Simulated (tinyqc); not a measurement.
From one set of inputs to another, one input at a time: growth of a silicide layer between metal and silicon: linear-parabolic kinetics, ramp anneals and Kissinger analysis. Computed by tinyqc, a small Python program. Command: `OMP_NUM_THREADS=1 python tinyqc.py 3015697 3015698 out.jsonl silicide ladder`. One thread of a shared host (Intel(R) Xeon(R) Processor @ 2.30GHz), about 0.1 s of CPU time with the checks.

One compound layer of thickness x grows by diffusion through itself and reaction at an interface, dx/dt = 1/(2x/K + 1/v), until the metal is used up at x = a h.

The inputs printed are set A. Set A is modelled on CoSi; the values taken over come from a set modelled on Ni2Si. Inputs not listed in the table keep their values of set A, so the rows need not describe a real material.

Inputs (values chosen for the exercise, modelled on CoSi):
```
quantity,value,unit
metal thickness h,75,nm
silicide formed per metal thickness a,2.02,-
prefactor of the parabolic constant K,7.5e+14,nm^2/s
activation energy E of K,1.98,eV
prefactor of the interface velocity v,7.6e+14,nm/s
activation energy E_v,2.18,eV
temperature T,465,C
time t,100,s
ramp rate beta,10,C/s
```

Constants: k_B = 8.617333262e-05 eV/K.

Method:
- The silicide ends at the thickness a h.
- K = K0 exp(-E/(k_B T)), v = v0 exp(-E_v/(k_B T)).
- Temperatures in kelvin are T(C) + 273.15.
- x^2/K + x/v = t, so x = (K/(2v)) [sqrt(1 + 4 v^2 t/K) - 1], capped at a h; completion time t_c = (a h)^2/K + a h/v, a h being the final thickness; crossover thickness K/v.
- Ramp from x = 0 at 100 C at the rate beta: dx/dT = (1/beta)/(2x/K + 1/v), integrated adaptively (tolerance 1e-9) until x = a h at T_f.

Each row keeps all changes above it:
```
input moved,from,to,completion time (s),completion temperature T_f (C),thickness at time t (nm)
set A,-,-,1.1628e+03,634.38,3.7575e+01
temperature T (C),465,295,1.5542e+07,634.38,3.4921e-03
ramp rate beta (C/s),10,0.3,1.5542e+07,531.43,3.4921e-03
prefactor of the parabolic constant K (nm^2/s) and activation energy E of K (eV),"7.5e+14, 1.98","6.7e+14, 1.52",4.3392e+06,481.99,3.4923e-03
prefactor of the interface velocity v (nm/s) and activation energy E_v (eV),"7.6e+14, 2.18","7.5e+14, 1.67",1.1737e+03,351.78,3.8332e+01
time t (s),100,5.4,1.1737e+03,351.78,4.9418e+00
```

Completion time goes from 1160 to 1170, a factor 1.009 in all. The largest single move comes from temperature T (a factor 13400), and prefactor of the interface velocity v with activation energy E_v works against it (a factor 2.70e-4). Completion temperature T_f goes from 634 to 352, a factor 0.555 in all. The largest single move comes from prefactor of the interface velocity v with activation energy E_v (a factor 0.730). Thickness at time t goes from 37.6 to 4.94, a factor 0.132 in all. The largest single move comes from prefactor of the interface velocity v with activation energy E_v (a factor 11000), but it runs against the net change; the largest move in the direction of the net change is temperature T (a factor 9.29e-5). The single moves hold for this order of the switches; the total does not depend on the order.

Caution (rows temperature T, ramp rate beta, prefactor of the parabolic constant K): a thickness below one atomic layer means that growth has not started.

Extremes, crossings and ranges named in words are read from the listed rows.
